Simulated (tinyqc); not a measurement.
Comparisons within one model: three-level Kane dispersion of a narrow-gap semiconductor. A value that a table varies takes the place of the one given here.

Zero of energy at Gamma8, c = hbar^2/2m0, P^2 = Ep c. The free-electron term and remote bands are left out, so the heavy holes are flat at E = 0 and the other three bands obey E (E - Eg)(E + Dso) = P^2 k^2 (E + 2 Dso/3). The conduction band is the highest root; its edge is Ec = max(Eg, 0).

Degenerate electrons at T = 0: kF = (3 pi^2 n)^(1/3), 1 cm^-3 = 1e-24 angstrom^-3; EF is the highest root at kF. The momentum (cyclotron, optical) mass is m(E) = hbar^2 k/(dE/dk) = c d(k^2)/dE with d(k^2)/dE = k^2 [1/E + 1/(E - Eg) + 1/(E + Dso) - 1/(E + 2 Dso/3)]; the density of states is k d(k^2)/dE/(2 pi^2).

Edge mass m0* = Eg (Eg + Dso)/(Ep (Eg + 2 Dso/3)).
Constants: hbar^2/2m0 = 3.80998211 eV angstrom^2.

Inputs chosen for the exercise (near those of GaSb; the results hold for these values, not for the real material):
```
symbol  value  unit        meaning
Eg      0.792  eV          E(Gamma6) - E(Gamma8)
Dso     0.72   eV          spin-orbit splitting
Ep      27.3   eV          Kane energy
k       0.02   1/angstrom  wave vector
n       1e+17  cm^-3       electron density
```

## Filling the band

n from 1e15 to 1e19 cm^-3. The last column is the local power d ln(EF - Ec)/d ln n = kF^2/(1.5 (EF - Ec) d(k^2)/dE).

Results:
```
n (cm^-3)  kF (1/angstrom)  EF - Ec (meV)  parabolic (meV)   m(EF)  m(EF)/m0*  power
1.0e+15            0.00309            1.1              1.1  0.0346       1.00  0.666
1.0e+16            0.00667            4.9              4.9  0.0349       1.01  0.663
3.0e+16            0.00961           10.1             10.2  0.0353       1.02  0.659
1.0e+17            0.01436           22.2             22.8  0.0362       1.05  0.651
3.0e+17            0.02071           45.1             47.4  0.0380       1.10  0.636
1.0e+18            0.03094           95.4            105.7  0.0419       1.22  0.608
3.0e+18            0.04462          182.4            219.9  0.0486       1.41  0.570
1.0e+19            0.06665          351.9            490.8  0.0615       1.78  0.521
```

The power falls from 0.666 to 0.521: 2/3 marks a parabola, 1/3 a linear band. The parabola is within 10 % up to n = 3.0e+17 cm^-3. The mass ends at 1.78 times its edge value. Side valleys are left out; where they lie low (GaSb, grey Sn: about 0.1 eV) they take the electrons long before the last rows.

## Closing and inverting the gap

Eg is varied at fixed k, Dso and Ep. Edge mass: Eg (Eg + Dso)/(Ep (Eg + 2 Dso/3)) for Eg > 0, 3 |Eg|/(2 Ep) for Eg < 0. The Gamma6 weight of the conduction state is 1/(1 + P^2 k^2 [(2/3)/E^2 + (1/3)/(E + Dso)^2]).

Results:
```
Eg (eV)      m0*  highest root (eV)  middle (eV)  lowest (eV)  E - Ec (meV)  Gamma6 weight
-0.300   0.01648             0.0771      -0.3438      -0.7533          77.1          0.176
-0.150   0.00824             0.1127      -0.2379      -0.7449         112.7          0.312
-0.060   0.00330             0.1460      -0.1845      -0.7415         146.0          0.431
-0.015   0.00082             0.1669      -0.1617      -0.7402         166.9          0.497
0.015    0.00082             0.1824      -0.1481      -0.7393         167.4          0.540
0.060    0.00317             0.2082      -0.1299      -0.7382         148.2          0.604
0.150    0.00759             0.2677      -0.1013      -0.7363         117.7          0.714
0.300    0.01437             0.3847      -0.0707      -0.7339          84.7          0.834
```

The edge mass vanishes with |Eg| from both sides, yet the kinetic energy at this k stays finite, at most 167.4 meV in the table; at Eg = 0 the two-level form, without the split-off band, gives the linear value sqrt(2/3) P k = 166.5 meV. The Gamma6 weight of the conduction state goes smoothly from 0.18 to 0.83 and is 0.50 and 0.54 in the two rows next to Eg = 0: at finite k nothing jumps at the inversion.

## What each parameter does

Edge mass, EF - Ec and m(EF). Each row changes one parameter from the base and keeps the others.

Results:
```
case             m0* (m0)  EF - Ec (meV)  m(EF) (m0)
base              0.03448          22.22     0.03623
n = 2e+17 cm^-3   0.03448          34.79     0.03721
Eg = 0.9108 eV    0.03912          19.70     0.04065
Dso = 0.828 eV    0.03497          21.92     0.03671
Ep = 31.395 eV    0.02999          25.46     0.03172
```

The largest shifts from the base row, up to three for each result and ties (the steps differ in size, so this ranks the rows, not the parameters). m0* (m0): Eg +0.00464, Ep -0.00450, Dso +0.00048; unchanged at the printed digits by n. EF - Ec (meV): n +12.57, Ep +3.24, Eg -2.52. m(EF) (m0): Ep -0.00450, Eg +0.00442, n +0.00098.

Run: tinyqc, `OMP_NUM_THREADS=1 python tinyqc.py 1080532 1080533 out.jsonl`; Intel(R) Xeon(R) Processor @ 2.30GHz, one thread, shared host; about 0.01 s of CPU time with all checks.
